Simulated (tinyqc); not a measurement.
Phonon polaritons: single-oscillator infrared dielectric function of a polar cubic crystal. Computed by tinyqc, a small Python program. Command: `OMP_NUM_THREADS=1 python tinyqc.py 3010212 3010213 out.jsonl infrared walk`. One thread of a shared host (Intel(R) Xeon(R) Processor @ 2.30GHz), about 0.01 s of CPU time with the checks.

One ion pair, charges +Z* and -Z*, in a cell of volume Omega = a^3/4. Frequencies omega are given as wavenumbers (1/cm); eps_s is the static dielectric constant.

Inputs (values chosen for the exercise, modelled on cubic silicon carbide):
```
quantity             value      unit
lattice constant a    4.36  angstrom
mass M_A            28.086         u
mass M_B            12.011         u
omega_TO               784      1/cm
Born charge Z*        2.76         e
eps_inf               6.57         -
```

Structure: zinc blende. Free carriers: absent.

Constants: nu for 1 eV/(angstrom^2 u) = 15.6333042 THz; 1 THz = 33.35640952 1/cm; e^2/(4 pi eps_0) = 14.39964548 eV angstrom.

Method. mu = M_A M_B/(M_A + M_B); ionic plasma term W^2 = 4 pi Z*^2 (e^2/(4 pi eps_0))/(Omega mu) in eV/(angstrom^2 u), turned into 1/cm by W = 15.6333042 x 33.35640952 x sqrt(W^2); omega_LO^2 = omega_TO^2 + W^2/eps_inf; eps_s = eps_inf + W^2/omega_TO^2; Szigeti charge 3 Z*/(eps_inf + 2); longitudinal (Callen) charge Z*/eps_inf. Transverse waves without damping obey Q^2 = omega^2 eps(omega), Q = wave vector/(2 pi) in 1/cm: eps_inf omega^4 - (eps_inf omega_LO^2 + Q^2) omega^2 + Q^2 omega_TO^2 = 0.

eps_s = 10.0683

omega_LO = 970.533 1/cm

Branches (1/cm):
```
Q      lower branch  upper branch  Q/sqrt(eps_s)  Q/sqrt(eps_inf)
250           78.65         972.2           78.8             97.5
750          232.50         986.7          236.4            292.6
1500         439.14        1044.8          472.7            585.2
2500         623.39        1226.6          787.9            975.3
3700         713.37        1586.4         1166.1           1443.5
6200         760.74        2492.8         1954.0           2418.9
12000        778.05        4717.5         3781.8           4681.6
25000        782.65        9770.3         7878.9           9753.4
```

What does the comparison show, and why?

The lower branch starts as light slowed by sqrt(eps_s) (0.998 of that line) and ends at 0.998 omega_TO; the upper starts at 1.002 omega_LO and ends at 1.002 of the light line with eps_inf. No branch lies between omega_TO and omega_LO.
